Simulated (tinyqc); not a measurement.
Inside a calculation. Method: extended Hueckel theory, for H6. Computed by tinyqc, a small Python program that keeps every step (integrals from PySCF). Settings: charge = 0, K = 1.75, weighted = 1, multiplicity = 1. Command: `OMP_NUM_THREADS=1 python tinyqc.py 20158 20159 out.jsonl` (the two numbers bound the seeds that draw the settings). One thread of a shared host (Intel(R) Xeon(R) Processor @ 2.60GHz), about 0.01 s of CPU time with the checks.

## Overlaps

Geometry (angstrom):

| atom | x | y | z |
|---|---|---|---|
| H | 0.000000 | 0.000000 | 0.000000 |
| H | 0.000000 | 0.000000 | 0.929000 |
| H | 0.000000 | 0.000000 | 1.933000 |
| H | 0.000000 | 0.000000 | 2.862000 |
| H | 0.000000 | 0.000000 | 3.865000 |
| H | 0.000000 | 0.000000 | 4.794000 |

Parameters chosen for this run:

| element | shell | Slater exponent | H_ii (eV) |
|---|---|---|---|
| H | 1s | 1.300000 | -13.600000 |

Slater orbitals, each expanded in six Gaussians scaled to its exponent.

overlap S:
```
          1H 1s     2H 1s     3H 1s     4H 1s     5H 1s     6H 1s
1H 1s  1.000000  0.512166  0.114906  0.021673  0.002929  0.000372
2H 1s  0.512166  1.000000  0.466377  0.114906  0.018834  0.002929
3H 1s  0.114906  0.466377  1.000000  0.512166  0.115100  0.021714
4H 1s  0.021673  0.114906  0.512166  1.000000  0.466972  0.115100
5H 1s  0.002929  0.018834  0.115100  0.466972  1.000000  0.512166
6H 1s  0.000372  0.002929  0.021714  0.115100  0.512166  1.000000
```

## Wolfsberg-Helmholz matrix

diagonal H_ii (eV): 1H 1s -13.600000, 2H 1s -13.600000, 3H 1s -13.600000, 4H 1s -13.600000, 5H 1s -13.600000, 6H 1s -13.600000

K = 1.750000

H_ij = K' S_ij (H_ii + H_jj)/2 for i != j (the diagonal keeps H_ii), with K' = K + D^2 + D^4 (1 - K), D = (H_ii - H_jj)/(H_ii + H_jj), K = 1.75.

H (eV):
```
            1H 1s       2H 1s       3H 1s       4H 1s       5H 1s       6H 1s
1H 1s  -13.600000  -12.189542   -2.734770   -0.515808   -0.069722   -0.008842
2H 1s  -12.189542  -13.600000  -11.099778   -2.734770   -0.448245   -0.069722
3H 1s   -2.734770  -11.099778  -13.600000  -12.189542   -2.739384   -0.516783
4H 1s   -0.515808   -2.734770  -12.189542  -13.600000  -11.113928   -2.739384
5H 1s   -0.069722   -0.448245   -2.739384  -11.113928  -13.600000  -12.189542
6H 1s   -0.008842   -0.069722   -0.516783   -2.739384  -12.189542  -13.600000
```

## Orbitals

valence electrons = 6

Solve H C = S C e through S^(-1/2); fill by pairs from the bottom, a degenerate level sharing its electrons equally; each orbital has its largest coefficient positive (the first on a tie).

orbital energies (eV): -18.849792  -17.389241  -14.388387  -7.387437  2.550852  16.031571

occupations: 2.000000  2.000000  2.000000  0.000000  0.000000  0.000000

coefficients:
```
            MO1        MO2        MO3        MO4        MO5        MO6
1H 1s  0.185765   0.365412   0.498052  -0.624359  -0.642919  -0.420800
2H 1s  0.288772   0.395643   0.191978   0.366738   0.863175   0.808002
3H 1s  0.352818   0.157017  -0.419988   0.529244  -0.368701  -1.057582
4H 1s  0.353037  -0.156794  -0.419563  -0.529063  -0.366973   1.059040
5H 1s  0.289257  -0.395053   0.192159  -0.366838   0.861678  -0.810517
6H 1s  0.186096  -0.364886   0.498445   0.624642  -0.641797   0.422056
```

sum of one-electron energies = -101.254840 eV

## Mulliken analysis

P = C n C^T; charge = valence electrons (H 1) minus the sum of (P S)_ii on the atom; overlap population = 2 sum P_ij S_ij between two atoms.

charges: 1H -0.104781, 2H 0.078353, 3H 0.026227, 4H 0.026584, 5H 0.078531, 6H -0.104914

Overlap populations:

| pair | value |
|---|---|
| 2-1 | 0.601961 |
| 3-1 | -0.039647 |
| 3-2 | 0.155542 |
| 4-1 | -0.017397 |
| 4-2 | -0.018676 |
| 4-3 | 0.565738 |
| 5-1 | 0.000060 |
| 5-2 | -0.002703 |
| 5-3 | -0.018729 |
| 5-4 | 0.155852 |
| 6-1 | 0.000222 |
| 6-2 | 0.000059 |
| 6-3 | -0.017456 |
| 6-4 | -0.039695 |
| 6-5 | 0.601814 |
